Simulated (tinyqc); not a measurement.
Electron density from the centroid.

Question. In the Fang-Howard model the centroid is 3/b with b^3 = 6 (mz1/C) q (Nd + 11 Ns/32)/(eps0 eps_r), C = hbar^2/(2 m0), the field in eV/nm. Find b and Ns.

Parameters, values chosen for the exercise; masses and permittivity close to those of germanium (111):
```
symbol   value   unit                                     meaning
eps_r     15.8                              relative permittivity
mz1       1.56     m0  mass along z of valley set A (1 valley(s))
Nd      6.1e10  cm^-2           sheet density of depletion charge
```

Constants: q = 1.602176634e-19 C, hbar = 1.054571817e-34 J s, m0 = 9.1093837015e-31 kg, eps0 = 8.8541878128e-14 F/cm where lengths are in cm, hbar^2/(2 m0) = 0.0380998212 eV nm^2. Results are converted to the units shown.

centroid = 1.2843321 nm

Answer. b = 3/centroid gives Nd + 11 Ns/32, from which the depletion charge is taken off.

b = 2.34 1/nm
Ns = 1.30e13 cm^-2

Numbers from tinyqc (`OMP_NUM_THREADS=1 python tinyqc.py 2160091 2160092 out.jsonl`; about 1 s on one thread of a shared Intel Xeon 2.30GHz).
